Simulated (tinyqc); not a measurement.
Born-von Karman spring model of a cubic crystal with one atom per cell: one step, computed by the program tinyqc. Command: `OMP_NUM_THREADS=1 python tinyqc.py 3020617 3020618 out.jsonl springs walk`. One thread of a shared host (Intel(R) Xeon(R) Processor @ 2.30GHz), about 0.2 s of CPU time with the checks.

First neighbours lie at a/2 (1,1,1) (8 of them), second at a (1,0,0) (6), with all permutations and signs; the volume per atom is Omega = a^3/2.

Task: Frequencies at the zone boundary. A neighbour at R with unit vector n couples by the matrix K(R) = kL n n^T + kT (1 - n n^T), and D(q) = (1/M) sum_R K(R) [1 - cos(q.R)]. An eigenvalue lambda of D in eV/(angstrom^2 u) gives nu = 15.6333042 THz x sqrt(lambda).

Inputs (values chosen for the exercise, for a model crystal):
```
quantity               value           unit
atomic mass M           44.7              u
radial spring k1L       3.88  eV/angstrom^2
transverse spring k1T  0.018  eV/angstrom^2
radial spring k2L          2  eV/angstrom^2
transverse spring k2T  0.072  eV/angstrom^2
```

Lattice: bcc.

Constants: nu for 1 eV/(angstrom^2 u) = 15.6333042 THz.

Give: Frequencies (THz) at points given in 2 pi/a.

Result:

Frequencies (THz) at points given in 2 pi/a:
```
point               nu 1   nu 2   nu 3
H (1, 0, 0)        10.69  10.69  10.69
N (0.5, 0.5, 0)     6.79   7.76  12.60
P (0.5, 0.5, 0.5)  10.20  10.20  10.20
```
